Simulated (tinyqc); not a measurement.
Stoner model of a band ferromagnet: one step. The ground state. Two cases, with inputs chosen for the exercise.

Question. Take the lowest of E(0), the stationary points e(n_up) - e(n_down) = I m, and saturation.

Density of states per atom and spin: flat with a rise to the top, D(e) = (M/W) [1 - sp + 4 sp (e/W + 1/2)^3]. Levels e -/+ I m/2 for up and down spin, m = n_up - n_down, n_up + n_down = nd. At zero temperature e(N) is the energy below which N states lie, and E(m) = sum over spins of integral e D de - I m^2/4.

Case 1.

Values chosen: W = 6 eV (band width, e from -W/2 to W/2); M = 5 (states per atom and spin); nd = 7.83 (electrons per atom); sp = 0.35 (shape parameter); I = 0.87 eV (Stoner parameter).

Case 2.

Values chosen: W = 6 eV (band width, e from -W/2 to W/2); M = 5 (states per atom and spin); nd = 7.94 (electrons per atom); sp = 0.31 (shape parameter); I = 1.3 eV (Stoner parameter).

Give: m; exchange splitting I m; E - E(0); n_up, n_down.

Answer.

Case 1.

m = 2.170 muB
exchange splitting I m = 1.888 eV
E - E(0) = -134.3 meV

n_up, n_down: [5.000, 2.830]

Case 2.

m = 2.060 muB
exchange splitting I m = 2.678 eV
E - E(0) = -542.9 meV

n_up, n_down: [5.000, 2.940]

The moment is saturated (a strong ferromagnet): the majority band is full.

Computed by tinyqc, one run a case: `OMP_NUM_THREADS=1 python tinyqc.py N N+1 out.jsonl` with N = 1650822, 1651099; one thread of a shared Intel(R) Xeon(R) Processor @ 2.30GHz, about 0.4 s a run at most.
